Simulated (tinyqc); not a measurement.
Specific resistance of a metal-semiconductor contact and its transmission-line measurement: one step, computed by the program tinyqc.

The barrier is parabolic (depletion approximation), energies E are normal energies counted from the band edge in the neutral semiconductor (downwards for holes), and the bias is zero. xi is an input, held fixed when other inputs move.

Problem. Current crowding. Transmission-line model: transfer length L_T = sqrt(rho_c/R_sh); R_c = (R_sh L_T/W) coth(d/L_T). Limits: rho_c/(W d) for d << L_T, sqrt(rho_c R_sh)/W for d >> L_T.

Inputs (values chosen for the exercise, modelled on n-type In0.53Ga0.47As): temperature T = 500 K; sheet resistance R_sh = 200 ohm; contact length d = 0.097 micrometre; contact width W = 3.5 micrometre.

Image-force lowering: left out.

specific contact resistance rho_c = 1.027663e-06 ohm cm^2

Give: transfer length L_T; d/L_T; contact resistance R_c; R_c W; short-contact limit; long-contact limit.

Solution.

transfer length L_T = 0.71682 micrometre

d/L_T = 0.13532

contact resistance R_c = 304.54 ohm

R_c W = 1065.9 ohm micrometre

short-contact limit = 302.70 ohm

long-contact limit = 40.961 ohm

The contact is short: the whole area carries current, and R_c scales as 1/d.
